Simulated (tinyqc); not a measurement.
What moves the results: valley splitting of a silicon quantum well in envelope theory. A value that a table varies takes the place of the one given here.

The well lies at 0 < z < L; U(z) = V0 [1/(1 + exp(z/w)) + 1/(1 + exp((L - z)/w))] - e F z, 1 mV/nm = 1e-4 eV/angstrom. The envelope psi solves -(c/ml) psi'' + U psi = E psi, c = hbar^2/2m0, by three-point differences on a grid of 0.1 angstrom from -40 to L + 40 angstrom. The two valleys at +/- k0 couple through D = C0 times the integral of exp(-i q z) U(z) psi^2, q = 2 k0 (2 pi/a), and split by Ev = 2|D|.

Random alloy: with Y(z) = Yw + (Yb - Yw) B(z), B the bracket in U, and in-plane density exp(-r^2/ad^2)/(pi ad^2), D gains a random complex part of variance sigma^2 = (C0^2/pi)(a^2 V0/(8 ad (Yb - Yw)))^2 (4/a) times the integral of psi^4 Y (1 - Y). Alone it gives a mean splitting sqrt(pi) sigma; together with the smooth part the rms splitting is 2 sqrt(|D|^2 + sigma^2).

Constants: hbar^2/2m0 = 3.80998211 eV angstrom^2.

Values chosen for the exercise (near those of a strained Si well in SiGe; the results hold for these values, not for the real material): L = 54 angstrom (well width); V0 = 0.21 eV (conduction offset); ml = 0.912 m0 (mass along z); F = 12.8 mV/nm (field pressing towards the upper interface); k0 = 0.828 2 pi/a (valley position); a = 5.431 angstrom (lattice constant); C0 = 0.271 (Bloch overlap factor); Yb = 0.31 (Ge share of the barrier); Yw = 0.05 (Ge share of the well); ad = 150 angstrom (dot radius); ws = (0.2, 0.7, 1, 1.3, 1.9, 3, 4.4) angstrom (interface widths); Ls = (54, 55.4, 56.7, 58.1, 59.4, 60.8, 62.1, 63.5) angstrom (widths in steps of one atomic layer, a/4, rounded to the grid); F2 = 0 mV/nm (second field, zero or weak); w1 = 0.4 angstrom (interface width for this table); w = 0.9 angstrom (interface width parameter).

## Sharpness of the interface

The smooth part 2|D| and the disorder part against w, beside y/sinh(y) with y = pi q w. The 12 to 88 % width of the step is 4w.

Results:
```
w (angstrom)  4w (angstrom)  2|D| (micro-eV)  y/sinh(y)  sqrt(pi) sigma (micro-eV)
0.2                     0.8           296.97       0.79                      170.5
0.7                     2.8            47.02       0.12                      170.8
1.0                     4.0            11.27      0.029                      171.1
1.3                     5.2             2.52     0.0063                      171.5
1.9                     7.6             0.12    0.00025                      172.5
3.0                    12.0             0.00    5.2e-07                      175.6
4.4                    17.6             0.00    1.7e-10                      182.3
```

The smooth part needs a Fourier component of U psi^2 at a wavelength of 3.28 angstrom; from the first row to the third it falls by a factor 26.4, while y/sinh(y) falls by 27.1 (the envelope near the step and the phase between the two interfaces change too). The disorder part goes from 170.5 to 182.3 micro-eV. It takes over between w = 0.2 and 0.7 angstrom, that is a step 0.8 to 2.8 angstrom wide, with 1.36 angstrom to an atomic layer.

## Adding atomic layers

The smooth splitting Ev = 2|D| with w = w1, at the field F2 and at F.

Results:
```
L (angstrom)  q L mod 2 pi  Ev at F2 (micro-eV)  Ev at F (micro-eV)
54.0                  2.92                 64.6                 164
55.4                  5.61                 58.5                 163
56.7                  1.81                 25.5                 160
58.1                  4.50                 66.6                 163
59.4                  0.70                 12.0                 159
60.8                  3.39                 54.4                 161
62.1                  5.88                 38.4                 160
63.5                  2.28                 29.8                 160
```

At F2 the splitting swings between 12 and 66.6 micro-eV, a ratio of 5.53, as the two interfaces add with the phase q L, which advances on average by 2.60 rad a layer. At F the ratio is 1.03, where in the first row psi^2 at the upper interface is 41 times that at the lower one: one interface dominates and the interference fades.

## What each parameter does

Orbital spacing, psi^2 at z = L, the smooth splitting and sigma; V0 is held fixed when Yw changes. Each row changes one parameter from the base and keeps the others.

Results:
```
case               E2 - E1 (meV)  psi^2(L) (1e-3/angstrom)  2|D| (micro-eV)  sigma (micro-eV)
base                       38.74                     5.655            18.34              96.5
ad = 190 angstrom          38.74                     5.655            18.34              76.2
Yw = 0.08                  38.74                     5.655            18.34             135.4
L = 60 angstrom            35.88                     5.551            18.29              95.6
V0 = 0.263 eV              39.62                     4.397            18.30             121.1
w = 0.63 angstrom          38.52                     5.916            64.39              96.3
F = 19.2 mV/nm             45.46                     8.399            27.81             102.2
k0 = 0.808 2 pi/a          38.74                     5.655            21.60              96.5
C0 = 0.325                 38.74                     5.655            21.99             115.7
```

The largest shifts from the base row, up to three for each result and ties (the steps differ in size, so this ranks the rows, not the parameters). E2 - E1 (meV): F +6.72, L -2.86, V0 +0.89; unchanged at the printed digits by ad, Yw, k0 and C0. psi^2(L) (1e-3/angstrom): F +2.744, V0 -1.258, w +0.261; unchanged at the printed digits by ad, Yw, k0 and C0. 2|D| (micro-eV): w +46.05, F +9.47, C0 +3.65; unchanged at the printed digits by ad and Yw. sigma (micro-eV): Yw +38.9, V0 +24.6, ad -20.3; unchanged at the printed digits by k0.

Program tinyqc; command `OMP_NUM_THREADS=1 python tinyqc.py 1281922 1281923 out.jsonl`; about 0.09 s on one thread of a shared Intel(R) Xeon(R) Processor @ 2.30GHz.
